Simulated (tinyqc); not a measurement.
Electron mobility in a silicon inversion layer, empirical terms and Matthiessen rule: one step of the calculation.

Inversion layer of sheet density Ns on a uniformly doped body. The mobility terms are empirical power laws with prefactors chosen for the exercise; adding their inverses (Matthiessen) is itself an approximation.

Question. Inversion density for the measured current. I = (W/L) q Ns mu Vd. E = q (Ndep + eta Ns)/(eps0 eps_r) in MV/cm. With t = T/(300 K): muC = Ac (Ns/1e12 cm^-2) t/(Nb/1e17 cm^-3 + Nit/1e11 cm^-2), muP = Ap E^(-1/3) t^(-1.75), muS = As E^(-gs); 1/mu is the sum of the inverses. Ns(new) = I/((W/L) q mu Vd).

Values chosen for this exercise; material values close to those of silicon:
```
symbol   value        unit                                                meaning
T          350           K                                            temperature
eps_r     11.5                         relative permittivity of the semiconductor
Nb      1.5e17       cm^-3                                            body doping
eta        0.5              weight of the inversion charge in the effective field
Ap         409  cm^2/(V s)           phonon-limited mobility at 1 MV/cm and 300 K
As         986  cm^2/(V s)                  roughness-limited mobility at 1 MV/cm
gs           2                                     exponent of the roughness term
Ac        1700  cm^2/(V s)                                      Coulomb prefactor
Nit     4.3e10       cm^-2                                charge at the interface
WL          20                                                          ratio W/L
Vd        0.02           V                                          drain voltage
I         58.4          uA                                measured linear current
```

Constants: q = 1.602176634e-19 C, eps0 = 8.8541878128e-14 F/cm where lengths are in cm. Results are converted to the units shown.

Ns after iteration 1 = 3.0703740e12 cm^-2
Ndep = 1.8433662e12 cm^-2

Find: E; mu; Ns after iteration 2.

Answer.

E = 0.53161 MV/cm
mu = 312.74 cm^2/(V s)
Ns after iteration 2 = 2.9138e12 cm^-2

tinyqc, about 0.01 s, one thread, Intel Xeon 2.30GHz (shared host): `OMP_NUM_THREADS=1 python tinyqc.py 2510124 2510125 out.jsonl`
